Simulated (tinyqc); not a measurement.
Hole mobility in a silicon inversion layer, empirical terms and Matthiessen rule: universality: two dopings at the same effective field.

Inversion layer of sheet density Ns on a uniformly doped body. The mobility terms are empirical power laws with prefactors chosen for the exercise; adding their inverses (Matthiessen) is itself an approximation.

ni = sqrt(Nc Nv) exp(-Eg/(2 Vt)), Eg in volts; Ndep = sqrt(2 eps0 eps_r Nb (2 Vt ln(Nb/ni) + Vsb)/q); E = q (Ndep + eta Ns)/(eps0 eps_r), in MV/cm. With t = T/(300 K): muC = Ac (Ns/1e12 cm^-2) t/(Nb/1e17 cm^-3 + Nit/1e11 cm^-2), muP = Ap E^(-1/3) t^(-1.75), muS = As E^(-gs); 1/mu is the sum of the inverses. For each E, Ns is chosen to give that field on bodies with Nb = 1e17 and 9.4e17 cm^-3; the last column leaves out muC.

Parameters, values chosen for the exercise; material values close to those of silicon: temperature T = 273 K; band gap Eg = 1.13 eV; relative permittivity of the semiconductor eps_r = 11.9; conduction-band density of states at T Nc = 2.43e19 cm^-3; valence-band density of states at T Nv = 2.3e19 cm^-3; reverse body bias Vsb = 0.6 V; weight of the inversion charge in the effective field eta = 0.3333; phonon-limited mobility at 1 MV/cm and 300 K Ap = 135 cm^2/(V s); roughness-limited mobility at 1 MV/cm As = 386 cm^2/(V s); exponent of the roughness term gs = 1; Coulomb prefactor Ac = 940 cm^2/(V s); charge at the interface Nit = 6e11 cm^-2.

Constants: q = 1.602176634e-19 C, kB = 1.380649e-23 J/K, Vt = kB T/q, eps0 = 8.8541878128e-14 F/cm where lengths are in cm. Results are converted to the units shown.

Universality: two dopings at the same effective field:
```
E (MV/cm)	Ns, light body (cm^-2)	mu, light (cm^2/(V s))	Ns, heavy body (cm^-2)	mu, heavy (cm^2/(V s))	without muC (cm^2/(V s))
0.712	9.873e12	120.8	7.951e11	33.23	134.2
0.805	1.171e13	115.9	2.630e12	67.69	126.1
0.91	1.378e13	110.7	4.702e12	81.48	118.4
1.03	1.615e13	105.1	7.070e12	86.52	111.0
1.16	1.871e13	99.59	9.635e12	87.16	104.1
1.31	2.167e13	93.96	1.259e13	85.51	97.41
1.49	2.522e13	88.05	1.615e13	82.32	90.63
1.68	2.897e13	82.64	1.989e13	78.60	84.61
```

The heavily doped body has 0.275 of the mobility of the light one in the first row and 0.951 in the last; there they lie 7.1 % below and 2.3 % below the curve without Coulomb scattering, which depends on E alone. The heavy body leaves that curve at low E because its field comes mostly from depletion charge and few carriers screen.

Computed by the program tinyqc: `OMP_NUM_THREADS=1 python tinyqc.py 2510004 2510005 out.jsonl`, one thread of a shared Intel Xeon 2.30GHz, about 0.01 s for the whole run.
